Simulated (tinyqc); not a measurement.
# Growth of the error with array size

Square N x N arrays wired as follows: each row is driven at its left end through one segment rw, neighbouring nodes are joined by rw, each column ends in one more rw and a virtual ground. All cells have G = 30.0 uS and all rows V = 0.15 V, so the ideal current is N V G. The nodal equations are solved exactly.

Parameters, values chosen for the exercise:

| symbol | value | unit | meaning |
|---|---|---|---|
| rw | 200 | ohm | wire resistance between neighbouring cells |

Result of one run:

| ideal (uA) | first column (uA) | last column (uA) | error of the last column (%) | 100 N^2 rw G |
|---|---|---|---|---|
| 27.00 | 24.01 | 22.16 | -17.93 | 21.60 |

Which array size N gave this result: 2, 6, 8 or 16?

N = 6.

The whole series:

| N | ideal (uA) | first column (uA) | last column (uA) | error of the last column (%) | 100 N^2 rw G |
|---|---|---|---|---|---|
| 2 | 9.000 | 8.764 | 8.712 | -3.197 | 2.400 |
| 4 | 18.00 | 16.85 | 16.28 | -9.530 | 9.600 |
| 6 | 27.00 | 24.01 | 22.16 | -17.93 | 21.60 |
| 8 | 36.00 | 30.15 | 26.22 | -27.17 | 38.40 |
| 12 | 54.00 | 39.38 | 29.81 | -44.79 | 86.40 |
| 16 | 72.00 | 45.23 | 29.62 | -58.86 | 153.6 |
| 20 | 90.00 | 48.72 | 27.74 | -69.17 | 240.0 |

The error of the last column goes from -3.20 % at N = 2 to -69.2 % at N = 20, as N^(1.51) between N = 4 and 8 and N^(0.72) between the last two rows. The scale N^2 rw G (N segments carrying the current of up to N cells) is 1.41 times the error at N = 8. The last column carries 0.569 of the current of the first at N = 20.

tinyqc, about 0.02 s, one thread, Intel Xeon 2.30GHz (shared host): `OMP_NUM_THREADS=1 python tinyqc.py 2880006 2880007 out.jsonl`
